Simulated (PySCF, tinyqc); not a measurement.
Inside a calculation. Method: RHF in the sto-6g basis, for H4, spin multiplicity 1. The lowest restricted solution is unstable here: a spin-polarised one lies 0.1897 hartree lower (PySCF). One step of it, computed by the program tinyqc.

Task: Iteration 6 (converged): orbitals. Diagonalise F' = X^T F X, C = X C', fill 2 alpha and 2 beta electrons from the bottom; D = 2 C_occ C_occ^T. Each column has its largest component positive (the first on a tie).

converged F (hartree), lower triangle:
```
           1H 1s      2H 1s      3H 1s      4H 1s
1H 1s  -0.131592
2H 1s  -0.255015  -0.352596
3H 1s  -0.101855  -0.536152  -0.352596
4H 1s   0.042434  -0.101855  -0.255015  -0.131592
```

X, lower triangle:
```
           1H 1s      2H 1s      3H 1s     4H 1s
1H 1s   1.026550
2H 1s  -0.150443   1.240635
3H 1s   0.036987  -0.436965   1.240635
4H 1s  -0.002775   0.036987  -0.150443  1.026550
```

Give: F' = X^T F X; orbital energies; coefficients C; D after iteration 6.

Result:

F' = X^T F X (hartree), lower triangle:
```
         1        2        3        4
1  -0.0704
2  -0.2504   0.0483
3   0.0436  -0.5584   0.0483
4   0.0484   0.0436  -0.2504  -0.0704
```

orbital energies (hartree): MO1 -0.5859, MO2 -0.2230, MO3 0.0539, MO4 0.7110

coefficients C:
```
          MO1      MO2      MO3      MO4
1H 1s  0.1739   0.6418   0.7073  -0.3680
2H 1s  0.5059   0.2712  -0.2710   1.1624
3H 1s  0.5059  -0.2712  -0.2710  -1.1624
4H 1s  0.1739  -0.6418   0.7073   0.3680
```

D after iteration 6, lower triangle:
```
         1H 1s    2H 1s   3H 1s   4H 1s
1H 1s   0.8843
2H 1s   0.5241   0.6590
3H 1s  -0.1722   0.3648  0.6590
4H 1s  -0.7633  -0.1722  0.5241  0.8843
```
